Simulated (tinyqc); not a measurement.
# AlGaN/GaN HEMT with access regions, lumped model: several studies

A polarisation-induced electron sheet under a Schottky gate, in series with two ungated access regions and contacts. Drift law v = mu E/(1 + mu E/vs) under the gate. Currents in mA/mm, resistances in ohm mm. No self-heating, no channel-length modulation; fits for polarisation, barrier and offset are chosen for the exercise.

Values chosen for this exercise; values close to those of AlGaN/GaN structures: aluminium share of the barrier x = 0.18; barrier thickness d = 20 nm; relative permittivity of barrier and channel eps_r = 9.1; channel mobility mu = 1200 cm^2/(V s); saturation velocity vs = 1.6e7 cm/s; gate length Lg = 0.25 um; source access length Ls = 1.5 um; drain access length Ld = 8 um; resistance of each contact Rc = 0.18 ohm mm; share of the drain-access electrons removed by traps ft = 0; gate voltage Vg = 1 V; critical field Ec = 3.2 MV/cm; depth over which the depleted charge spreads te = 0.23 um; insulator under the field plate tf = 300 nm; relative permittivity of that insulator ei = 7.5.

Constants: q = 1.602176634e-19 C, eps0 = 8.8541878128e-14 F/cm where lengths are in cm. Results are converted to the units shown.

Each table varies one quantity; the others keep the values above.

## Effect of the source access length

sigma = (5e13 x + 1.6e13 x^2) cm^-2, phiB = 0.84 + 1.3 x, dEc = 0.7 (1.71 x + x^2) in volts, Cb = eps0 eps_r/d, VT = phiB - dEc - q sigma/Cb, access density n0 = -Cb VT/q. Access resistance R(L, n) = L/(q mu n sqrt(1 - (I/(q n vs))^2)); Rs = Rc + R(Ls, n0), Rd = Rc + R(Ld, (1 - ft) n0). Vg' = Vg - I Rs, Vd' = Vd - I (Rs + Rd); with u = Vg' - VT, Vc = vs Lg/mu and w the smaller of Vd' and Vc [sqrt(1 + 2 u/Vc) - 1] (0 if negative), the channel gives (mu Cb/Lg)(u w - w^2/2)/(1 + w/Vc). I equals that channel current. Isat is I at Vd = 10 V, gm = dIsat/dVg, Ron the limit of Vd/I at small Vd.

The same in every row: VT (V) = -2.950; n0 (cm^-2) = 7.417e12.

Result of one run:

| Ls (um) | Ron (ohm mm) | Isat (mA/mm) | gm (mS/mm) |
|---|---|---|---|
| 1.5 | 7.153 | 991.0 | 254.2 |

What becomes of these results when the source access length Ls is changed from 1.5 to 1 um, all else the same?

Result of the changed run:

| Ls (um) | Ron (ohm mm) | Isat (mA/mm) | gm (mS/mm) |
|---|---|---|---|
| 1 | 6.803 | 1108 | 218.5 |

The whole series:

| Ls (um) | Ron (ohm mm) | Isat (mA/mm) | gm (mS/mm) |
|---|---|---|---|
| 0.1 | 6.171 | 1228 | 23.25 |
| 0.3 | 6.312 | 1206 | 31.81 |
| 0.6 | 6.522 | 1171 | 56.64 |
| 1 | 6.803 | 1108 | 218.5 |
| 1.5 | 7.153 | 991.0 | 254.2 |
| 2.5 | 7.855 | 823.3 | 213.4 |
| 4 | 8.906 | 661.1 | 173.6 |

As Ls goes from 0.1 to 4 um, Ron rises from 6.17 to 8.91 ohm mm, Isat falls from 1230 to 661 mA/mm and gm goes from 23.3 through a maximum of 254 (at Ls = 1.5 um among the rows listed) to 174 mS/mm. The ceiling Cb vs is 645 mS/mm. In every row the power passes 5 W/mm, where self-heating, left out here, lowers the current. For Ls = 0.1 to 1 um the gated channel is not yet saturated at 10 V, because the access regions take the voltage, and gm drops. In every row Vg comes within 0.2 V of phiB or passes it, so at low drain current, as for Ron, the Schottky gate would conduct.

## Field plate: effect of the aluminium share of the barrier

Off state: a depleted stretch that holds the voltage V has the peak field sqrt(k V), k = 2 q n0/(eps0 eps_r te), so one edge holds V1 = Ec^2/k. The sheet under the plate pinches off at Vf = q n0 (1/Cb + tf/(eps0 ei)); beyond it the gate edge is screened. BV = V1 if Vf >= V1, else Vf + V1, and at most Ec Ld.

The same in every row: Ec Ld (V) = 2560.0.

Field plate: effect of the aluminium share of the barrier:

| x | Vf (V) | V1 (V) | BV (V) |
|---|---|---|---|
| 0.14 | 39.703 | 113.89 | 153.60 |
| 0.18 | 56.632 | 79.849 | 136.48 |
| 0.22 | 73.994 | 61.113 | 61.113 |
| 0.26 | 91.790 | 49.265 | 49.265 |
| 0.3 | 110.02 | 41.101 | 41.101 |
| 0.34 | 128.68 | 35.140 | 35.140 |
| 0.38 | 147.78 | 30.599 | 30.599 |

BV falls from 154 to 30.6 V. The plate helps (Vf < V1) in 2 of the 7 rows, and the access length caps BV in 0. More sheet charge lowers Ron but steepens the field, so V1 falls.

## Effect of the gate length

Same model as above.

The same in every row: VT (V) = -2.950; n0 (cm^-2) = 7.417e12.

Effect of the gate length:

| Lg (um) | Ron (ohm mm) | Isat (mA/mm) | gm (mS/mm) |
|---|---|---|---|
| 0.05 | 7.048 | 1125 | 70.95 |
| 0.09 | 7.069 | 1097 | 253.0 |
| 0.16 | 7.106 | 1043 | 254.5 |
| 0.29 | 7.174 | 971.3 | 253.6 |
| 0.52 | 7.295 | 881.4 | 248.5 |
| 0.93 | 7.509 | 772.2 | 236.6 |
| 1.7 | 7.913 | 641.1 | 215.1 |
| 3 | 8.594 | 508.8 | 186.0 |

As Lg goes from 0.05 to 3 um, Ron rises from 7.05 to 8.59 ohm mm, Isat falls from 1120 to 509 mA/mm and gm goes from 70.9 through a maximum of 254 (at Lg = 0.16 um among the rows listed) to 186 mS/mm. The ceiling Cb vs is 645 mS/mm. In every row the power passes 5 W/mm, where self-heating, left out here, lowers the current. At Lg = 0.05 um the gated channel is not yet saturated at 10 V, because the access regions take the voltage, and gm drops. In every row Vg comes within 0.2 V of phiB or passes it, so at low drain current, as for Ron, the Schottky gate would conduct.

Program tinyqc, `OMP_NUM_THREADS=1 python tinyqc.py 2570084 2570085 out.jsonl`; Intel Xeon 2.30GHz, shared host, one thread, about 0.01 s.
